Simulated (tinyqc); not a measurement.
What moves the results: Bethe-Salpeter matrix of a two-band chain (Tamm-Dancoff form). A value that a table varies takes the place of the one given here.

One valence and one conduction band, lattice period 1, mesh k = 2 pi j/N. Pair energies D(k) = Eg + 2 t sum(1 - cos k), t = tc + tv. Screened attraction W(R) = U at R = 0 and V/|R| otherwise, R over the N cells with the nearest image; W(q) = sum_R W(R) cos(q R). H(k, k') = D(k) delta - W(k - k')/Nk + 2 J/Nk for singlets (J = 0 for triplets), Nk the number of k points. With a constant transition dipole the strength of a state is f = (sum_k A_k)^2/Nk, and the f sum to 1.

Inputs chosen for the exercise:
- Eg = 3.9 eV (quasiparticle gap)
- tc = 0.36 eV (conduction hopping)
- tv = 0.27 eV (valence hopping)
- U = 1.71 eV (attraction in the same cell)
- V = 0 eV (attraction at one cell distance)
- J = 0.25 eV (exchange in the same cell)
- fs = (0.2, 0.4, 0.7, 1, 1.4, 2, 2.6) (scale factors of U and V)

## Convergence with the k mesh

Lowest triplet and singlet, and f of the singlet, against N.

Results:

| N | Eg - E triplet (eV) | Eg - E singlet (eV) | f singlet |
|---|---|---|---|
| 4 | 0.8945 | 0.5362 | 0.6496 |
| 6 | 0.8675 | 0.4966 | 0.6726 |
| 8 | 0.8645 | 0.4887 | 0.6867 |
| 12 | 0.8641 | 0.4870 | 0.6923 |
| 20 | 0.8641 | 0.4869 | 0.6927 |
| 40 | 0.8641 | 0.4869 | 0.6927 |
| 100 | 0.8641 | 0.4869 | 0.6927 |

The coarsest mesh misjudges the singlet binding by +0.0493 eV against the finest: a mesh of N points along an axis repeats the pair every N cells. The triplet is within 1 meV of the last row from N = 8 on. The singlet is within 1 meV of the last row from N = 12 on. The more tightly bound triplet is the smaller object in R, so it needs no more points than the singlet.

## Strength of the attraction

Triplets, N = 100; U and V scaled together, as weaker screening would do. f is the weight at R = 0. For V = 0 the infinite chain has binding sqrt(4 t^2 + U^2) - 2t and f = U/sqrt(4 t^2 + U^2), t = tc + tv.

Results:

| scale | U/t | binding (eV) | f | Eg - second level (eV) | contact formula (eV) |
|---|---|---|---|---|---|
| 0.20 | 0.54 | 0.0456 | 0.262 | -0.0007 | 0.0456 |
| 0.40 | 1.09 | 0.1737 | 0.477 | -0.0007 | 0.1737 |
| 0.70 | 1.90 | 0.4779 | 0.689 | -0.0006 | 0.4779 |
| 1.0 | 2.71 | 0.8641 | 0.805 | -0.0006 | 0.8641 |
| 1.4 | 3.80 | 1.4453 | 0.885 | -0.0006 | 1.4453 |
| 2.0 | 5.43 | 2.3847 | 0.938 | -0.0006 | 2.3847 |
| 2.6 | 7.06 | 3.3611 | 0.962 | -0.0006 | 3.3611 |

The binding grows with exponent 1.93 between scales 0.2 and 0.4 and 1.31 over the last two rows (for a weak contact attraction 2 in a chain and larger in a plane, where it binds exponentially weakly, 1 for a pair held in one cell). f rises from 0.262 to 0.962. On this mesh no second level lies below the gap. 

## Exciton band

Triplets, solved in the electron-hole distance R on a ring of 60 cells, total momentum Q: D = Eg + 2 tc (1 - cos(k + Q/2)) + 2 tv (1 - cos(k - Q/2)), so the hopping in R has size |t(Q)| = sqrt(tc^2 + tv^2 + 2 tc tv cos Q) and the continuum starts at Eg + 2 (tc + tv) - 2 |t(Q)|.

Results:

| Q/pi | \|t(Q)\| (eV) | continuum edge (eV) | exciton (eV) | binding (eV) | weight at R = 0 |
|---|---|---|---|---|---|
| 0.000 | 0.6300 | 3.9000 | 3.0359 | 0.8641 | 0.805 |
| 0.167 | 0.6090 | 3.9420 | 3.0606 | 0.8815 | 0.815 |
| 0.333 | 0.5474 | 4.0651 | 3.1295 | 0.9356 | 0.842 |
| 0.500 | 0.4500 | 4.2600 | 3.2276 | 1.0324 | 0.885 |
| 0.667 | 0.3245 | 4.5110 | 3.3310 | 1.1800 | 0.935 |
| 0.833 | 0.1848 | 4.7904 | 3.4105 | 1.3799 | 0.977 |
| 1.000 | 0.0900 | 4.9800 | 3.4406 | 1.5394 | 0.995 |

The exciton band is 0.4046 eV wide, against 1.0800 eV for the edge of the continuum: binding narrows it, since electron and hole must hop together. The binding grows from 0.864 to 1.539 eV as |t(Q)| falls. Between the first two rows the exciton rises 0.59 times as much as the edge, so it is heavier than the free pair.

## What each parameter does

N = 100: lowest singlet, its binding and f, and the singlet-triplet splitting. Each row changes one parameter from the base and keeps the others.

Results:

| case | singlet (eV) | binding (eV) | f | splitting (eV) |
|---|---|---|---|---|
| base | 3.4131 | 0.4869 | 0.693 | 0.3772 |
| Eg = 4.1 eV | 3.6131 | 0.4869 | 0.693 | 0.3772 |
| tc = 0.47 eV | 3.4683 | 0.4317 | 0.633 | 0.3499 |
| tv = 0.16 eV | 3.3445 | 0.5555 | 0.758 | 0.4059 |
| U = 1.37 eV | 3.6288 | 0.2712 | 0.568 | 0.3301 |
| V = 0.1 eV | 3.3843 | 0.5157 | 0.669 | 0.3675 |
| J = 0.38 eV | 3.5820 | 0.3180 | 0.602 | 0.5461 |

The largest shifts from the base row, up to three for each result and ties (the steps differ in size, so this ranks the rows, not the parameters). singlet (eV): U +0.2157, Eg +0.2000, J +0.1689. binding (eV): U -0.2157, J -0.1689, tv +0.0686; unchanged at the printed digits by Eg. f: U -0.124, J -0.091, tv +0.066; unchanged at the printed digits by Eg. splitting (eV): J +0.1689, U -0.0470, tv +0.0287; unchanged at the printed digits by Eg. At zero total momentum only the sum tc + tv enters.

(tinyqc, `OMP_NUM_THREADS=1 python tinyqc.py 1281836 1281837 out.jsonl`, Intel(R) Xeon(R) Processor @ 2.30GHz, 1 thread, shared host, about 0.1 s.)
